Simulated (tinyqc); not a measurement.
What moves the results: standing waves and exposure in a photoresist film. A value that a table varies takes the place of the one given here.

Normal incidence from air. Unexposed resist: N1 = n1 + i k1 with k1 = (A + B) lam/(4 pi), lam in micrometres. r01 = (1 - N1)/(1 + N1), t01 = 2/(1 + N1). Substrate Ns = ns + i ks: r12 = (N1 - Ns)/(N1 + Ns). With p = exp(2 pi i N1 d/lam), the field at depth z is E(z) = t01 [exp(2 pi i N1 z/lam) + r12 p^2 exp(-2 pi i N1 z/lam)]/(1 + r01 r12 p^2), the relative intensity I(z) = n1 |E(z)|^2 and the reflectance R = |(r01 + r12 p^2)/(1 + r01 r12 p^2)|^2.

Values chosen for the exercise (a resist on W, indices near tabulated ones; the results hold for these values, not for the real material):
- lam = 248 nm (vacuum wavelength)
- n1 = 1.738 (resist index)
- A = 0.02 1/micrometre (bleachable absorption (Dill A))
- B = 1.06 1/micrometre (fixed absorption (Dill B))
- d = 485 nm (resist thickness)
- ns = 3.368 (substrate n)
- ks = 2.88 (substrate k)

## Swing of the coupled dose with resist thickness

The mean of I is taken over 800 depths; the relative dose to clear is taken as 1/(mean of I over the lowest period, 60 depths), scaled to 1 in the first row.

Swing:

| d (nm) | R | mean I | relative dose |
|---|---|---|---|
| 485.0 | 0.2739 | 0.7636 | 1.000 |
| 496.9 | 0.2973 | 0.7254 | 1.041 |
| 508.8 | 0.2088 | 0.8041 | 0.934 |
| 520.7 | 0.0559 | 0.9512 | 0.797 |
| 532.6 | 0.0111 | 0.9919 | 0.780 |
| 544.5 | 0.1349 | 0.8619 | 0.910 |
| 556.3 | 0.2538 | 0.7341 | 1.069 |
| 568.2 | 0.2769 | 0.7001 | 1.111 |
| 580.1 | 0.1927 | 0.7708 | 1.005 |
| 592.0 | 0.0499 | 0.8995 | 0.870 |
| 603.9 | 0.0083 | 0.9341 | 0.853 |
| 615.8 | 0.1229 | 0.8204 | 0.984 |
| 627.7 | 0.2365 | 0.7060 | 1.145 |

The period is 71.3 nm, six rows. The relative dose swings between 0.780 and 1.145, a ratio (max - min)/mean of 0.380, against the estimate 4 sqrt(|r01|^2 |r12|^2) exp(-(A + B) d) = 0.358 for the oscillating part alone; the ratio from the table also holds the slow rise from absorption, 14.5 % over two periods, so the two are not strictly comparable. The dose is least sensitive to thickness at an extremum; the lowest dose listed is at 532.6 nm.

## What moves the exposure

The mean of I is over 800 depths. Each row changes one parameter from the base and keeps the others.

Results:

| case | \|r12\|^2 | R | mean I | I at the bottom |
|---|---|---|---|---|
| base | 0.3140 | 0.2739 | 0.7636 | 0.1683 |
| d = 495 nm | 0.3140 | 0.3012 | 0.7235 | 0.1610 |
| n1 = 1.755 | 0.3108 | 0.3008 | 0.7312 | 0.1648 |
| B = 1.26 1/micrometre | 0.3131 | 0.2485 | 0.7282 | 0.1545 |
| ks = 2.592 | 0.2816 | 0.2595 | 0.7562 | 0.1777 |
| ns = 3.705 | 0.3165 | 0.2702 | 0.7688 | 0.1534 |

The largest shifts from the base row, up to three for each result and ties (the steps differ in size, so this ranks the rows, not the parameters). |r12|^2: ks -0.0324, n1 -0.0032, ns +0.0025; unchanged at the printed digits by d. R: d +0.0273, n1 +0.0269, B -0.0253. mean I: d -0.0401, B -0.0354, n1 -0.0324. I at the bottom: ns -0.0149, B -0.0138, ks +0.0094.

tinyqc: `OMP_NUM_THREADS=1 python tinyqc.py 1681038 1681039 out.jsonl`; about 0.01 s, one thread, shared Intel(R) Xeon(R) Processor @ 2.30GHz.
